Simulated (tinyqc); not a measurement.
Optical gain and spontaneous emission in a bulk direct-gap semiconductor: one step. Occupations and gain at E. Four cases, with inputs chosen for the exercise.

Question. Use mr and alpha from the table.

For band j the electron sits at Ee = (E - Eg) mr/me above its edge and the hole at Eh = (E - Eg) mr/mj; fe = 1/(1 + exp((Ee - Fc)/kT)), fh = 1/(1 + exp((Eh - Fv)/kT)); gain g = sum_j alpha_j (fe + fh - 1).

Give: Energies, occupations and gain of each hole band; total gain.

Case 1.

Values chosen (near those of InP; shifted at random, so the results belong to these values and not to a real crystal): E = 1.364 eV (photon energy); Eg = 1.305 eV (direct gap); me = 0.0777 m0 (electron mass); mhh = 0.605 m0 (heavy-hole mass); mlh = 0.0931 m0 (light-hole mass).

mr, J and alpha of each hole band:
```
hole     mr (m0)  J (1/(eV angstrom^3))  alpha (1/cm)
heavy  0.0688567            2.98973e-05      4936.822
light  0.0423529            1.44224e-05      2381.508
```

Fc = 0.175650 eV
Fv = -0.027307 eV
kT = 0.03446933 eV

Answer.

Energies, occupations and gain of each hole band:
```
hole   Ee (eV)  Eh (eV)     fe     fh  g (1/cm)
heavy   0.0523   0.0067  0.973  0.272      1206
light   0.0322   0.0268  0.985  0.172       373
```

total gain = 1580 1/cm

E - Eg = 0.0590 eV is below Fc + Fv = 0.1483 eV, so both bands give gain (Bernard-Duraffourg).

Case 2.

Values chosen (near those of GaAs; shifted at random, so the results belong to these values and not to a real crystal): E = 1.446 eV (photon energy); Eg = 1.393 eV (direct gap); me = 0.0676 m0 (electron mass); mhh = 0.522 m0 (heavy-hole mass); mlh = 0.0851 m0 (light-hole mass).

mr, J and alpha of each hole band:
```
hole     mr (m0)  J (1/(eV angstrom^3))  alpha (1/cm)
heavy  0.0598494            2.29622e-05      4060.540
light  0.0376736            1.14678e-05      2027.916
```

Fc = 0.127508 eV
Fv = -0.032377 eV
kT = 0.03016067 eV

Answer.

Energies, occupations and gain of each hole band:
```
hole   Ee (eV)  Eh (eV)     fe     fh  g (1/cm)
heavy   0.0469   0.0061  0.935  0.218       624
light   0.0295   0.0235  0.963  0.136       199
```

total gain = 824 1/cm

E - Eg = 0.0530 eV is below Fc + Fv = 0.0951 eV, so both bands give gain (Bernard-Duraffourg).

Case 3.

Values chosen (near those of InGaAs; shifted at random, so the results belong to these values and not to a real crystal): E = 0.788 eV (photon energy); Eg = 0.76 eV (direct gap); me = 0.0402 m0 (electron mass); mhh = 0.451 m0 (heavy-hole mass); mlh = 0.0507 m0 (light-hole mass).

mr, J and alpha of each hole band:
```
hole     mr (m0)  J (1/(eV angstrom^3))  alpha (1/cm)
heavy  0.0369100            8.08316e-06      2401.522
light  0.0224218            3.82710e-06      1137.039
```

Fc = 0.043357 eV
Fv = -0.040336 eV
kT = 0.01723467 eV

Answer.

Energies, occupations and gain of each hole band:
```
hole   Ee (eV)  Eh (eV)     fe     fh  g (1/cm)
heavy   0.0257   0.0023  0.736  0.078      -448
light   0.0156   0.0124  0.833  0.045      -139
```

total gain = -586 1/cm

E - Eg = 0.0280 eV is above Fc + Fv = 0.0030 eV, so both bands give loss (Bernard-Duraffourg).

Case 4.

Values chosen (near those of InGaAs; shifted at random, so the results belong to these values and not to a real crystal): E = 0.843 eV (photon energy); Eg = 0.763 eV (direct gap); me = 0.0413 m0 (electron mass); mhh = 0.444 m0 (heavy-hole mass); mlh = 0.0544 m0 (light-hole mass).

mr, J and alpha of each hole band:
```
hole     mr (m0)  J (1/(eV angstrom^3))  alpha (1/cm)
heavy  0.0377853            1.41519e-05      3943.482
light  0.0234767            6.93085e-06      1931.307
```

Fc = 0.077737 eV
Fv = -0.039059 eV
kT = 0.02154333 eV

Answer.

Energies, occupations and gain of each hole band:
```
hole   Ee (eV)  Eh (eV)     fe     fh  g (1/cm)
heavy   0.0732   0.0068  0.553  0.106     -1345
light   0.0455   0.0345  0.817  0.032      -292
```

total gain = -1637 1/cm

E - Eg = 0.0800 eV is above Fc + Fv = 0.0387 eV, so both bands give loss (Bernard-Duraffourg).

Computed by tinyqc, one run a case: `OMP_NUM_THREADS=1 python tinyqc.py N N+1 out.jsonl` with N = 1681882, 1681994, 1682052, 1682098; one thread of a shared Intel(R) Xeon(R) Processor @ 2.30GHz, about 0.09 s a run at most.
